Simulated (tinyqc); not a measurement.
Temperature and isotope dependence of a band gap in oscillator models, step by step. Values are carried at full precision from step to step, so a last printed digit may differ when a step is redone from the rounded ones.

E(T) = E0 - sum_i sl_i th_i n_i(T), n = 1/(exp(th/T) - 1). The same coupling lowers the gap at 0 K by the zero-point term ZP = sum_i sl_i th_i/2, so the gap of the static lattice is E0 + ZP. Thermal expansion is taken as part of the slopes.

Parameters, chosen for this exercise (near those of SiC; not measured data):
```
symbol  value             unit   meaning
E0      3.238             eV     gap at 0 K
th      (254, 848)        K      temperatures of two oscillators
sl      (0.1919, 0.3131)  meV/K  their high-temperature slopes
T       500               K      temperature
M       20.05             u      mean atomic mass
dM      1.59              u      change of the mean mass (not bounded by the natural isotopes)
T12     (490, 1100)       K      temperatures of the fits
```

## The gap at T

Give the occupations, the two terms, the gap, ZP and the static gap.

n_i: 1.51066  0.22461

terms (meV): 73.633  59.637

E(T) = 3.1047 eV
ZP = 157.13 meV
static gap = 3.3951 eV

The thermal fall, 133.3 meV, is smaller than the zero-point term, 157.1 meV; the soft oscillator supplies 55 % of the fall but 16 % of ZP. A calculation with clamped ions should be compared with the static gap.

## Slope and asymptote

dE/dT = -sum sl_i (th_i/T)^2 n_i (1 + n_i). At high T, n -> T/th - 1/2, so E -> E0 + ZP - (sum sl_i) T. Give the slope, its ratio to the limit, and the value at 0 K of the tangent drawn at T.

dE/dT = -0.4356 meV/K
ratio to the limiting slope = 0.8625
intercept of the tangent = 3.3225 eV
intercept - E0 = 84.51 meV

The tangent recovers 54 % of ZP: the extrapolation works only from T well above the higher oscillator (848 K).

## Isotope effect

With M -> M + dM the oscillator temperatures scale as M^(-1/2) and the slopes stay. Give th, ZP, E0 (static gap fixed) and E(T) for the new mass, and the linear rule dE0 = ZP dM/(2 M).

th (K): 244.49  816.25

ZP = 151.243 meV
shift of E0 = 5.883 meV
linear rule = 6.230 meV
shift of E(T) = 2.676 meV

The heavier crystal has the wider gap. At 500 K 45 % of the shift at 0 K is left; it fades at high T, where the motion is classical and the mean-square amplitude no longer depends on mass.

## Two common fits

Two-parameter forms are made to pass through the falls at the two temperatures T12: Varshni aV T^2/(T + bV), from the line T^2/fall = (T + bV)/aV; one oscillator s1 t1/(exp(t1/T) - 1), with t1 from the ratio of the falls.

Give the falls and the parameters.

falls (meV): 128.9270  416.2017

aV = 0.5838 meV/K
bV = 597 K
t1 = 564.6 K
s1 = 0.4945 meV/K
ZP of the one-oscillator fit = 139.6 meV

The limiting slope of the model is 0.5050 meV/K; Varshni puts it +16 % off and one oscillator -2 %. The ZP of the fit differs from the true one by -17.5 meV.

## Checks

- Slope by finite differences against the formula (meV/K): both 0.43555.
- Fall at 20 times the higher oscillator temperature against the asymptote (meV): 8408.8 against 8407.7.

Program tinyqc; command `OMP_NUM_THREADS=1 python tinyqc.py 1851110 1851111 out.jsonl`; about 0.01 s on one thread of a shared Intel(R) Xeon(R) Processor @ 2.30GHz.
